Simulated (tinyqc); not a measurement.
Transient enhanced diffusion after implantation: plus-n interstitials, dissolving clusters and loss to the surface: one step, computed by the program tinyqc.

The implant leaves n Q interstitials in clusters at depth R_p. While clusters last they hold the free interstitials at a supersaturation S = C_I/C_I*; interstitials drain to the surface, and the part f_I of the dopant diffusion that uses interstitials speeds up in proportion to S.

Task: Duration and total effect at this temperature. The clusters last tau = n Q/J. If they dissolve fully at this T, the extra budget is (D/D* - 1) D* tau.

Inputs (values chosen for the exercise, modelled on boron in silicon): implant dose Q = 6.6e+13 1/cm^2; interstitials kept per ion n = 1; anneal (peak) temperature T = 775 C.

Anneal: isothermal.

flux J = 2.328850e+10 1/(cm^2 s)

enhancement D/D* = 547.5055

equilibrium diffusivity D* = 1.200175e-17 cm^2/s

Give: duration tau; extra budget if complete.

Result:

duration tau = 2834 s

extra budget if complete = 1.859e-11 cm^2
